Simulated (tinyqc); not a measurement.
## MOS inversion layer, Poisson-Schroedinger loop: effect of the sheet density of depletion charge

Electrons confined at an insulator interface at z = 0, treated as a hard wall; parabolic valleys, Hartree approximation, no image or exchange terms. The depletion charge lies far deeper than the electrons and gives a uniform field q Nd/(eps0 eps_r); the gate balances all charge. Energies are counted from the band edge at the interface.

Schroedinger equation -(C/mz) psi'' + (V0 + U) psi = E psi, C = hbar^2/(2 m0), psi(0) = 0, on a uniform mesh of 800 nodes with a far wall at 29 nm, 8 levels a set; V0 = q Nd z/(eps0 eps_r); dU/dz = q (Ns - integral of n from 0 to z)/(eps0 eps_r), U(0) = 0; N_k = g md m0 q Vt/(pi hbar^2) ln(1 + exp((EF - E_k)/Vt)), g the number of valleys of the set, sum N_k = Ns. Triangular well: E_k = a_k (C F^2/mz)^(1/3), a_1 = 2.338107, a_2 = 4.087949, C = hbar^2/(2 m0), F in eV/nm. Fang-Howard (all electrons in the lowest level of set A): b^3 = 6 (mz1/C) q (Nd + 11 Ns/32)/(eps0 eps_r), centroid 3/b, level C b^2/(4 mz1) + (3/b) q (Nd + 11 Ns/16)/(eps0 eps_r). The centroid adds 3.9 z_av/eps_r to an oxide-equivalent thickness. Shares under 0.0001 % are printed as 0.

Parameters, values chosen for the exercise; masses and permittivity close to those of silicon (111): temperature T = 300 K; relative permittivity eps_r = 11.8; mass along z of valley set A (6 valley(s)) mz1 = 0.262 m0; in-plane density-of-states mass of set A md1 = 0.355 m0; sheet density of electrons Ns = 4.3e12 cm^-2.

Constants: q = 1.602176634e-19 C, kB = 1.380649e-23 J/K, hbar = 1.054571817e-34 J s, m0 = 9.1093837015e-31 kg, Vt = kB T/q, eps0 = 8.8541878128e-14 F/cm where lengths are in cm, hbar^2/(2 m0) = 0.0380998212 eV nm^2. Results are converted to the units shown.

Effect of the sheet density of depletion charge:
```
Nd (cm^-2),A1 (meV),A2 (meV),EF (meV),share of A1 (%),share of A2 (%),centroid z_av (nm),added oxide equivalent (nm),Fang-Howard centroid (nm)
1e11,177,237,131,84.2,8.99,3.76,1.24,3.00
1.7e11,179,240,134,85.4,8.75,3.57,1.18,2.96
3.1e11,183,246,138,87.7,8.14,3.26,1.08,2.88
5.3e11,189,257,145,90.7,6.95,2.94,0.970,2.77
9.4e11,201,280,158,94.4,4.74,2.59,0.857,2.60
1.6e12,220,318,178,97.4,2.38,2.31,0.762,2.40
2.9e12,256,388,215,99.3,0.646,2.01,0.666,2.14
5e12,310,491,269,99.9,0.101,1.76,0.582,1.87
```

As Nd goes from 1e11 to 5e12, A1 rises from 177 to 310 meV, the share of A1 rises from 84.2 to 99.9 % and the centroid falls from 3.76 to 1.76 nm. A1 goes as Nd^(0.35) between the last two rows (a triangular well in the field of that charge alone gives 2/3). The Fang-Howard centroid is 20 % below the full one in the first row, where A1 holds 84.2 %, and 6.4 % above it in the last, where A1 holds 99.9 %.

Computed by the program tinyqc: `OMP_NUM_THREADS=1 python tinyqc.py 2160094 2160095 out.jsonl`, one thread of a shared Intel Xeon 2.30GHz, about 0.5 s for the whole run.
